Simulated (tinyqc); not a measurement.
Strain and the order of the valence edges: six-band k.p model of the valence band of a wurtzite crystal.

At k = 0: E1 = D1c + D2c + Te + Le (pure HH); E2, E3 = Le + u +/- sqrt(u^2 + 2 D3c^2), u = (D1c - D2c + Te)/2, D1c = Dcr, D2c = D3c = Dso/3. The weight of LH in state 2 is fL = (E2 - Le)^2/((E2 - Le)^2 + 2 D3c^2). Relative strengths of transitions to the conduction band: for E perpendicular to c (TE) 1/2, fL/2, (1 - fL)/2; for E along c (TM) 0, 1 - fL, fL, with one momentum element for both directions.

Strain of a c-plane layer: exx = eyy = e_par, ezz = -2 (C13/C33) e_par; Le = D1 ezz + D2 (exx + eyy), Te = D3 ezz + D4 (exx + eyy).

Conduction edge: Ec = (top of the unstrained valence band) + Eg + (a1 + D1) ezz + (a2 + D2)(exx + eyy).
Constants: kB = 8.617333262e-05 eV/K.

Parameters, chosen for this exercise (near those of AlN; shifted at random, so the results belong to these values and not to a real crystal): Dcr = -0.1951 eV (crystal-field splitting); Dso = 0.0192 eV (spin-orbit splitting); Eg = 6.277 eV (direct gap at Gamma from the top of the unstrained valence band); a1 = -3.34 eV (gap potential along c); a2 = -12.21 eV (gap potential in the plane); D1 = -16.85 eV; D2 = 7.75 eV; D3 = 8.91 eV; D4 = -4.09 eV; C13 = 105 GPa; C33 = 355 GPa; T = 200 K (temperature).

Edges from the unstrained top. Degree of polarisation (TE - TM)/(TE + TM), each state weighted by exp(E/kT) alone (equal densities of states).

Results:
```
e_par (%)  E1 (meV)  E2 (meV)  E3 (meV)     fL  lowest transition (eV)  polarisation
-1.20        -333.3    -304.1    -348.1  0.044                  6.5448        -0.728
-0.90        -297.3    -228.6    -311.1  0.012                  6.4784        -0.961
-0.60        -261.2    -152.5    -274.7  0.006                  6.4114        -0.992
-0.30        -225.2     -76.3    -238.5  0.003                  6.3442        -0.997
0.00         -189.1       0.0    -202.3  0.002                  6.2770        -0.998
0.30         -153.1      76.3    -166.2  0.001                  6.2097        -0.999
0.60         -117.0     152.7    -130.1  0.001                  6.1425        -0.999
1.20          -44.9     305.4     -57.9  0.001                  6.0078        -0.999
```

Give the missing row, e_par (%) = 0.90.

Computed row:
```
e_par (%)  E1 (meV)  E2 (meV)  E3 (meV)     fL  lowest transition (eV)  polarisation
0.90          -81.0     229.1     -94.0  0.001                  6.0752        -0.999
```

E1 = E2 requires Dcr + Te = 0, which here falls at e_par = -1.45 %, outside the sweep, so state 2 stays on top. The polarisation goes from -0.73 to -1.00; the lowest transition moves by -224 meV per 1 % on average.

Run: tinyqc, `OMP_NUM_THREADS=1 python tinyqc.py 1080905 1080906 out.jsonl`; Intel(R) Xeon(R) Processor @ 2.30GHz, one thread, shared host; about 0.01 s of CPU time with all checks.
